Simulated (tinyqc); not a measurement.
Inside a calculation. Method: empirical pseudopotential in a few plane waves. One step of it, computed by the program tinyqc.

Task: Levels at k. Diagonalise the Hermitian matrix.

H(k) at k (eV):
```
                     +0+0+0               -1-1-1               -1-1+1               -1+1-1
+0+0+0             0.677386   1.904894+0.577241i  -1.904894+0.577241i  -1.904894+0.577241i
-1-1-1   1.904894-0.577241i            17.127582   0.000000-0.408171i   0.000000-0.408171i
-1-1+1  -1.904894-0.577241i   0.000000+0.408171i            10.926461            -0.040817
-1+1-1  -1.904894-0.577241i   0.000000+0.408171i            -0.040817            18.677862
-1+1+1  -1.904894+0.577241i             0.040817   0.000000+0.408171i   0.000000+0.408171i
+1-1-1  -1.904894-0.577241i   0.000000+0.408171i            -0.040817            -0.040817
+1-1+1  -1.904894+0.577241i             0.040817   0.000000+0.408171i             0.000000
+1+1-1  -1.904894+0.577241i             0.040817             0.000000   0.000000+0.408171i
+1+1+1   1.904894+0.577241i             0.000000             0.040817             0.040817
-2+0+0   0.000000-0.408171i  -1.904894+0.577241i  -1.904894-0.577241i  -1.904894-0.577241i
+0-2+0   0.000000-0.408171i  -1.904894+0.577241i  -1.904894-0.577241i   0.548379-0.192414i
+0+0-2   0.000000-0.408171i  -1.904894+0.577241i   0.548379-0.192414i  -1.904894-0.577241i
+0+0+2   0.000000+0.408171i  -0.548379-0.192414i   1.904894+0.577241i  -0.548379+0.192414i
+0+2+0   0.000000+0.408171i  -0.548379-0.192414i  -0.548379+0.192414i   1.904894+0.577241i
+2+0+0   0.000000+0.408171i  -0.548379-0.192414i  -0.548379+0.192414i  -0.548379+0.192414i

                     -1+1+1               +1-1-1               +1-1+1               +1+1-1
+0+0+0  -1.904894-0.577241i  -1.904894+0.577241i  -1.904894-0.577241i  -1.904894-0.577241i
-1-1-1             0.040817   0.000000-0.408171i             0.040817             0.040817
-1-1+1   0.000000-0.408171i            -0.040817   0.000000-0.408171i             0.000000
-1+1-1   0.000000-0.408171i            -0.040817             0.000000   0.000000-0.408171i
-1+1+1            12.476741             0.000000            -0.040817            -0.040817
+1-1-1             0.000000            14.716035   0.000000-0.408171i   0.000000-0.408171i
+1-1+1            -0.040817   0.000000+0.408171i             8.514914            -0.040817
+1+1-1            -0.040817   0.000000+0.408171i            -0.040817            16.266315
+1+1+1   0.000000+0.408171i             0.040817   0.000000+0.408171i   0.000000+0.408171i
-2+0+0   1.904894-0.577241i   0.548379-0.192414i  -0.548379-0.192414i  -0.548379-0.192414i
+0-2+0  -0.548379-0.192414i  -1.904894-0.577241i   1.904894-0.577241i  -0.548379-0.192414i
+0+0-2  -0.548379-0.192414i  -1.904894-0.577241i  -0.548379-0.192414i   1.904894-0.577241i
+0+0+2  -1.904894+0.577241i  -0.548379+0.192414i  -1.904894+0.577241i   0.548379+0.192414i
+0+2+0  -1.904894+0.577241i  -0.548379+0.192414i   0.548379+0.192414i  -1.904894+0.577241i
+2+0+0   0.548379+0.192414i   1.904894+0.577241i  -1.904894+0.577241i  -1.904894+0.577241i

                     +1+1+1               -2+0+0               +0-2+0               +0+0-2
+0+0+0   1.904894-0.577241i   0.000000+0.408171i   0.000000+0.408171i   0.000000+0.408171i
-1-1-1             0.000000  -1.904894-0.577241i  -1.904894-0.577241i  -1.904894-0.577241i
-1-1+1             0.040817  -1.904894+0.577241i  -1.904894+0.577241i   0.548379+0.192414i
-1+1-1             0.040817  -1.904894+0.577241i   0.548379+0.192414i  -1.904894+0.577241i
-1+1+1   0.000000-0.408171i   1.904894+0.577241i  -0.548379+0.192414i  -0.548379+0.192414i
+1-1-1             0.040817   0.548379+0.192414i  -1.904894+0.577241i  -1.904894+0.577241i
+1-1+1   0.000000-0.408171i  -0.548379+0.192414i   1.904894+0.577241i  -0.548379+0.192414i
+1+1-1   0.000000-0.408171i  -0.548379+0.192414i  -0.548379+0.192414i   1.904894+0.577241i
+1+1+1            10.065194  -0.548379-0.192414i  -0.548379-0.192414i  -0.548379-0.192414i
-2+0+0  -0.548379+0.192414i            20.314269            -0.040817            -0.040817
+0-2+0  -0.548379+0.192414i            -0.040817            16.352442            -0.040817
+0+0-2  -0.548379+0.192414i            -0.040817            -0.040817            24.103843
+0+0+2  -1.904894-0.577241i             0.040817             0.040817             0.000000
+0+2+0  -1.904894-0.577241i             0.040817             0.000000             0.040817
+2+0+0  -1.904894-0.577241i             0.000000             0.040817             0.040817

                     +0+0+2               +0+2+0               +2+0+0
+0+0+0   0.000000-0.408171i   0.000000-0.408171i   0.000000-0.408171i
-1-1-1  -0.548379+0.192414i  -0.548379+0.192414i  -0.548379+0.192414i
-1-1+1   1.904894-0.577241i  -0.548379-0.192414i  -0.548379-0.192414i
-1+1-1  -0.548379-0.192414i   1.904894-0.577241i  -0.548379-0.192414i
-1+1+1  -1.904894-0.577241i  -1.904894-0.577241i   0.548379-0.192414i
+1-1-1  -0.548379-0.192414i  -0.548379-0.192414i   1.904894-0.577241i
+1-1+1  -1.904894-0.577241i   0.548379-0.192414i  -1.904894-0.577241i
+1+1-1   0.548379-0.192414i  -1.904894-0.577241i  -1.904894-0.577241i
+1+1+1  -1.904894+0.577241i  -1.904894+0.577241i  -1.904894+0.577241i
-2+0+0             0.040817             0.040817             0.000000
+0-2+0             0.040817             0.000000             0.040817
+0+0-2             0.000000             0.040817             0.040817
+0+0+2            11.701601            -0.040817            -0.040817
+0+2+0            -0.040817            19.453002            -0.040817
+2+0+0            -0.040817            -0.040817            15.491175
```

Give: eigenvalues.

Result:

eigenvalues (eV): -2.043  6.317  8.557  8.822  11.733  12.626  14.312  14.535  15.860  17.633  18.001  19.512  22.074  22.845  26.083
